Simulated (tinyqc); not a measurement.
# Bulk resistivity and mean free path from two films

Inverse problem. In the thick-film limit single-crystal films obey rho = rho0 (1 + 3 (1 - ps) lam/(8 d)). Find rho0, lam and the product rho0 lam.

Values chosen for this exercise: specular share of surface scattering ps = 0.

rho at d = 35 and 99 nm (uohm cm): [6.1855214, 5.6065985]

Solution. rho is a straight line in 1/d: the intercept is rho0 and the slope (3/8)(1 - ps) rho0 lam. Without ps only the product (1 - ps) lam could be found.

rho0 = 5.29 uohm cm
lam = 15.8 nm
rho0 lam = 83.6 uohm cm nm

Program tinyqc, `OMP_NUM_THREADS=1 python tinyqc.py 2100049 2100050 out.jsonl`; Intel Xeon 2.30GHz, shared host, one thread, about 0.01 s.
